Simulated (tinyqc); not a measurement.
Worked calculation: CCSD on RHF in the sto-3g basis, for H3+, spin multiplicity 1. One step of it, computed by the program tinyqc.

Task: CCSD: starting amplitudes. t_ij^ab = <ij||ab> / (e_i + e_j - e_a - e_b), whose energy is MP2.

orbital energies (hartree): MO1 -0.995902, MO2 -0.331481, MO3 0.311060

Two-electron integrals over orbitals (pq|rs), unique and non-zero (hartree):
```
(11|11) 0.579278    (21|21) 0.146104    (22|11) 0.492780    (22|22) 0.540866
(31|11) 0.097898    (31|22) -0.034000   (31|31) 0.133992    (32|21) -0.139676
(32|32) 0.158158    (33|11) 0.584108    (33|22) 0.523558    (33|31) 0.084288
(33|33) 0.625344
```

Give: Starting amplitudes; correlation energy.

Result:

Starting amplitudes (spin orbitals 1a, 1b, ...; amplitudes related by a flip of all spins are not repeated):
```
from      to        t
1a 1b  2a 2b  -0.1099
1a 1b  3a 3b  -0.0513
```

correlation energy = -0.022932 hartree
